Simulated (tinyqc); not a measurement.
# Worked calculation: MOS inversion layer, Poisson-Schroedinger loop

Computed by the program tinyqc: `OMP_NUM_THREADS=1 python tinyqc.py 2160014 2160015 out.jsonl`, one thread of a shared Intel Xeon 2.30GHz, about 1 s for the whole run. Printed values are rounded.

Electrons confined at an insulator interface at z = 0, treated as a hard wall; parabolic valleys, Hartree approximation, no image or exchange terms. The depletion charge lies far deeper than the electrons and gives a uniform field q Nd/(eps0 eps_r); the gate balances all charge. Energies are counted from the band edge at the interface.

Parameters, values chosen for the exercise; masses and permittivity close to those of germanium (111):
- T = 77 K (temperature)
- eps_r = 15.8 (relative permittivity)
- mz1 = 1.56 m0 (mass along z of valley set A (1 valley(s)))
- md1 = 0.0833 m0 (in-plane density-of-states mass of set A)
- mz2 = 0.0904 m0 (mass along z of valley set B (3 valley(s)))
- md2 = 0.337 m0 (in-plane density-of-states mass of set B)
- Ns = 1.4e13 cm^-2 (sheet density of electrons)
- Nd = 2.2e11 cm^-2 (sheet density of depletion charge)
- dE = 0 eV (extra shift of set B (strain))
- hz = 0.94 nm (mesh step)
- a = 0.5 (mixing factor)

Constants: q = 1.602176634e-19 C, kB = 1.380649e-23 J/K, hbar = 1.054571817e-34 J s, m0 = 9.1093837015e-31 kg, Vt = kB T/q, eps0 = 8.8541878128e-14 F/cm where lengths are in cm, hbar^2/(2 m0) = 0.0380998212 eV nm^2. Results are converted to the units shown.

## Fixed part of the potential

z, node 1 to 19 (nm): [0.94, 1.88, 2.82, 3.76, 4.7, 5.64, 6.58, 7.52, 8.46, 9.4, 10.34, 11.28, 12.22, 13.16, 14.1, 15.04, 15.98, 16.92, 17.86]

V0 = q Nd z/(eps0 eps_r) in eV.

fixed potential V0, node 1 to 19 (eV): [0.00236840, 0.00473680, 0.00710520, 0.00947360, 0.01184200, 0.01421040, 0.01657880, 0.01894720, 0.02131560, 0.02368400, 0.02605240, 0.02842080, 0.03078920, 0.03315760, 0.03552600, 0.03789441, 0.04026281, 0.04263121, 0.04499961]

## Round 1: levels and probability densities

self-consistent potential U at the start, node 1 to 19 (eV): [0, 0, 0, 0, 0, 0, 0, 0, 0, 0, 0, 0, 0, 0, 0, 0, 0, 0, 0]

Tridiagonal Hamiltonian with psi = 0 one step beyond both ends: H_ii = C (1/m_(i-1/2) + 1/m_(i+1/2))/hz^2 + V0_i + U_i (+ dE for the set B), H_(i,i+1) = -C/(m_(i+1/2) hz^2), C = hbar^2/(2 m0). The lowest 2 level(s) of each valley set are kept, normalised to hz sum |psi|^2 = 1. The mass is the same on all intervals.

levels (eV): A1 0.01246537, A2 0.02166167, B1 0.03340538, B2 0.07091125
|psi|^2 of A1, node 1 to 19 (1/nm): [0.0841993, 0.2250014, 0.2765527, 0.2260432, 0.1395291, 0.0692782, 0.0287290, 0.0102029, 0.0031596, 0.0008649, 0.0002115, 0.0000466, 0.0000093, 0.0000017, 0.0000003, 0.0000000, 0.0000000, 0.0000000, 0.0000000]
|psi|^2 of A2, node 1 to 19 (1/nm): [0.0789103, 0.1337665, 0.0513564, 0.0010144, 0.0763270, 0.1785462, 0.2069438, 0.1629084, 0.0977746, 0.0474562, 0.0193039, 0.0067409, 0.0020562, 0.0005551, 0.0001340, 0.0000291, 0.0000057, 0.0000010, 0.0000001]
|psi|^2 of B1, node 1 to 19 (1/nm): [0.0060429, 0.0226244, 0.0458181, 0.0706956, 0.0926476, 0.1083163, 0.1160108, 0.1156525, 0.1084006, 0.0961387, 0.0809761, 0.0648603, 0.0493413, 0.0354807, 0.0238700, 0.0147191, 0.0079722, 0.0034264, 0.0008362]
|psi|^2 of B2, node 1 to 19 (1/nm): [0.0124444, 0.0428815, 0.0750065, 0.0924350, 0.0870417, 0.0622448, 0.0303776, 0.0062791, 0.0005974, 0.0157716, 0.0459213, 0.0800020, 0.1064087, 0.1170470, 0.1095343, 0.0871698, 0.0571659, 0.0280829, 0.0074182]

## Round 1: Fermi level and occupations

Level k holds N_k = D_k Vt ln(1 + exp((EF - E_k)/Vt)) with D = md1 m0 q/(pi hbar^2) for the set A, D = 3 md2 m0 q/(pi hbar^2) for the set B per eV (spin included); EF is fixed by sum N_k = Ns.

EF = 0.05859721 eV
N_k (cm^-2): A1 1.605472e12, A2 1.286128e12, B1 1.070138e13, B2 4.070200e11

## Round 1: density, output potential and mixing

n_i = sum_k N_k |psi_k|^2 (converted to cm^-3). Hartree part by Gauss: on the interval before node i the electrons still beyond are S_i = Ns - hz sum_(j<i) n_j, and U_i = U_(i-1) + q S_i hz/(eps0 eps_r) in eV, U_0 = 0 at the interface. Mixing: U(new) = U + a (U(out) - U).

n, node 1 to 19 (in units of 1e19 cm^-3): [0.306401, 0.792841, 1.030894, 1.158374, 1.349061, 1.525326, 1.566120, 1.466099, 1.291102, 1.097659, 0.910413, 0.735401, 0.573990, 0.428049, 0.300198, 0.193032, 0.108589, 0.048099, 0.011968]
U(out), node 1 to 19 (eV): [0.150716, 0.298332, 0.437925, 0.567085, 0.684523, 0.788310, 0.876660, 0.949163, 1.006829, 1.051430, 1.084923, 1.109203, 1.126041, 1.137071, 1.143769, 1.147429, 1.149135, 1.149743, 1.149864]
U after round 1, node 1 to 19 (eV): [0.0753582, 0.1491661, 0.2189624, 0.2835426, 0.3422617, 0.3941548, 0.4383302, 0.4745814, 0.5034145, 0.5257149, 0.5424614, 0.5546014, 0.5630205, 0.5685353, 0.5718843, 0.5737143, 0.5745677, 0.5748716, 0.5749321]

## Course of the self-consistent loop

Start from U = 0. Stop when the largest |U(out) - U| is below 1e-7 eV, or after 120 rounds.

Course of the iteration:
```
round  level A1 (eV)     EF (eV)  largest |U(out) - U| (eV)
1         0.01246537  0.05859721                       1.15
2          0.1235396   0.3228361                      0.307
3          0.1612156   0.3341228                     0.0893
4          0.1806016   0.3493581                     0.0306
5          0.1903645   0.3617597                     0.0141
6          0.1951921   0.3677587                    6.29e-3
7          0.1975849   0.3705553                    2.90e-3
8          0.1987743   0.3718729                    1.37e-3
9          0.1993669   0.3725050                    6.66e-4
...              ...         ...                        ...
14         0.1999390   0.3730946                    1.96e-5
15         0.1999482   0.3731038                    9.78e-6
16         0.1999528   0.3731084                    4.87e-6
17         0.1999551   0.3731107                    2.42e-6
18         0.1999563   0.3731119                    1.21e-6
19         0.1999568   0.3731125                    6.02e-7
20         0.1999571   0.3731128                    3.00e-7
21         0.1999573   0.3731129                    1.50e-7
22         0.1999574   0.3731130                    7.46e-8
```

Converged in 22 rounds. Towards the end the residual shrinks by a factor of about 0.50 a round.

## Converged levels, occupations and centroid

converged U, node 1 to 19 (eV): [0.1507163, 0.2361135, 0.2857617, 0.3174940, 0.3385901, 0.3520781, 0.3603599, 0.3652863, 0.3681429, 0.3697631, 0.3706629, 0.3711518, 0.3714106, 0.3715432, 0.3716079, 0.3716373, 0.3716491, 0.3716529, 0.3716536]

Solve for the levels with V0 + U, find EF, n_i = sum_k N_k |psi_k|^2 (in cm^-3); share of each level N_k/Ns; centroid sum n z/sum n.

levels (eV): A1 0.1999574, A2 0.2899712, B1 0.3622675, B2 0.4213579
EF = 0.3731130 eV
shares (%): A1 43.03787, A2 20.66491, B1 36.28330, B2 0.01392
n, node 1 to 19 (in units of 1e19 cm^-3): [6.454770, 3.532664, 1.770437, 1.051055, 0.751818, 0.514483, 0.331568, 0.204529, 0.122187, 0.071189, 0.040611, 0.022727, 0.012477, 0.006701, 0.003495, 0.001740, 0.000795, 0.000302, 0.000068]
centroid = 2.317959 nm

An 800-node mesh to 30 nm with 8 levels a set gives A1 = 0.1850 eV, EF = 0.3609 eV and a centroid of 2.251 nm; the levels kept above hold 93.5 % of the electrons there. The coarse centroid is 3.0 % above the fine one.

## Closed-form estimates

Triangular well: E_k = a_k (C F^2/mz)^(1/3), a_1 = 2.338107, a_2 = 4.087949, C = hbar^2/(2 m0), F in eV/nm. Fang-Howard (all electrons in the lowest level of set A): b^3 = 6 (mz1/C) q (Nd + 11 Ns/32)/(eps0 eps_r), centroid 3/b, level C b^2/(4 mz1) + (3/b) q (Nd + 11 Ns/16)/(eps0 eps_r). Use F = q (Nd + Ns)/(eps0 eps_r), the surface field, and F = q (Nd + Ns/2)/(eps0 eps_r).

A1 with the surface field = 0.2023019 eV
A1 with Nd + Ns/2 = 0.1287533 eV
A2 with Nd + Ns/2 = 0.2251124 eV
b = 2.419248 1/nm
Fang-Howard centroid = 1.240055 nm
Fang-Howard level = 0.1755528 eV

Against the self-consistent A1 = 0.1850 eV on a fine mesh, the surface-field estimate is 9.4 % above it, the half-charge one 30 % below it and Fang-Howard 5.1 % below it. A1 holds 43.7 % of the electrons, and the Fang-Howard centroid is 45 % below the full one.
